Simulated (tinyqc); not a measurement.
One electron in a tunnel-coupled double dot: charge qubit, sensing and quantum capacitance: one step of the calculation.

Basis (left, right), H = [[ep/2, tc], [tc, -ep/2]], splitting Om = sqrt(ep^2 + 4 tc^2), ep = al times the gate voltage. In equilibrium the electron is on the right with the chance P_R = [1 + (ep/Om) tanh(Om/2 kB T)]/2.

Problem. Capacitance seen by a resonator. q^2 al^2 dP_R/d(ep) splits into Cq = q^2 al^2 (2 tc^2/Om^3) tanh(Om/2 kB T) and Ct = q^2 al^2 (ep/Om)^2/(4 kB T cosh^2(Om/2 kB T)); Ct appears only if relaxation is faster than the drive. A resonator of frequency f0, capacitance Cp and quality factor Q shifts by df = -f0 Cq/(2 Cp) and its phase by -2 Q Cq/Cp.

Parameters, values chosen for the exercise: tunnel coupling tc = 27 ueV; electron temperature T = 0.03 K; lever arm of the gate on the detuning al = 0.22 eV/V; parasitic capacitance of the resonator Cp = 0.24 pF; resonator frequency f0 = 296 MHz; loaded quality factor Q = 39; detuning ep = -87.9 ueV.

Constants: q = 1.602176634e-19 C, kB = 1.380649e-23 J/K, Vt = kB T/q. Results are converted to the units shown.

Find: Cq; Ct; df; phase shift.

Solution.

Cq = 10.30 aF
Ct = 1.018e-14 aF
df = -6.350 kHz
phase shift = -191.8 millidegree

Numbers from tinyqc (`OMP_NUM_THREADS=1 python tinyqc.py 2470009 2470010 out.jsonl`; about 0.01 s on one thread of a shared Intel Xeon 2.30GHz).
